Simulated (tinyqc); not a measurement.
Worked calculation: Hubbard chain of 3 sites. One step of it, computed by the program tinyqc.

Question. Mean-field iteration 2. H(up) = T + U n(down), H(down) = T + U n(up); fill the lowest levels; n(new) = n + mixing (n(out) - n); E = tr T (rho up + rho down) + U sum n_up n_down of the output.

one-body matrix (hopping and site energies) (eV), order 1, 2, 3:
$$\begin{pmatrix}
-0.970000 & -0.700000 & 0.000000 \\
-0.700000 & 0.380000 & -0.700000 \\
0.000000 & -0.700000 & 0.410000
\end{pmatrix}$$

U = 5.900000 eV

electrons, up and down: [2, 1]

mixing = 1

n(up) after iteration 1: 1 0.944793, 2 0.462641, 3 0.592566

n(down) after iteration 1: 1 0.777758, 2 0.190875, 3 0.031367

Give: levels, up; levels, down; energy; n(up) after iteration 2; n(down) after iteration 2.

Answer.

levels, up (eV): [0.1808, 1.6963, 3.8429]

levels, down (eV): [2.5207, 4.1408, 4.9585]

energy = 4.6960 eV

n(up) after iteration 2: 1 0.0969, 2 0.9074, 3 0.9957

n(down) after iteration 2: 1 0.0825, 2 0.7309, 3 0.1866
